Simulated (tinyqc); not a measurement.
Worked calculation: sp3 tight binding, zinc-blende lattice. One step of it, computed by the program tinyqc.

Task: Levels at k. Diagonalise the Hermitian matrix.

H(k) at k (eV), lower triangle (Hermitian):
```
                      a s                a px                 a py                 a pz
a s            -13.240000
a px             0.000000           -8.860000
a py             0.000000            0.000000            -8.860000
a pz             0.000000            0.000000             0.000000            -8.860000
c s   -4.252771-0.255672i  1.679876+0.249681i  -0.311653-1.345835i  -0.127219-3.296943i
c px  -1.679876-0.249681i  1.030975+0.061981i   0.147417+3.820386i   0.361133+1.559508i
c py   0.311653+1.345835i  0.147417+3.820386i   1.030975+0.061981i  -1.946584-0.289322i
c pz   0.127219+3.296943i  0.361133+1.559508i  -1.946584-0.289322i   1.030975+0.061981i

            c s       c px       c py       c pz
c s   -9.490000
c px   0.000000  -6.900000
c py   0.000000   0.000000  -6.900000
c pz   0.000000   0.000000   0.000000  -6.900000
```

Give: eigenvalues; weights |c|^2 of the basis functions.

Result:

eigenvalues (eV): -17.4274  -13.1656  -12.6417  -11.6825  -4.7034  -4.4386  -3.4472  -2.5036

weights |c|^2 of the basis functions:
```
      band 1  band 2  band 3  band 4  band 5  band 6  band 7  band 8
a s   0.6129  0.0707  0.0137  0.0271  0.0165  0.2082  0.0094  0.0414
a px  0.0003  0.1318  0.4416  0.0046  0.0332  0.1082  0.1533  0.1270
a py  0.0085  0.2535  0.1029  0.2403  0.0220  0.0078  0.2273  0.1377
a pz  0.0342  0.1403  0.0363  0.3550  0.3080  0.0234  0.0002  0.1025
c s   0.2653  0.1051  0.0536  0.0514  0.1113  0.3253  0.0187  0.0694
c px  0.0048  0.2114  0.1255  0.0169  0.0151  0.2074  0.2225  0.1966
c py  0.0149  0.0658  0.1855  0.1229  0.0320  0.0238  0.3683  0.1869
c pz  0.0591  0.0216  0.0408  0.1818  0.4618  0.0960  0.0003  0.1385
```
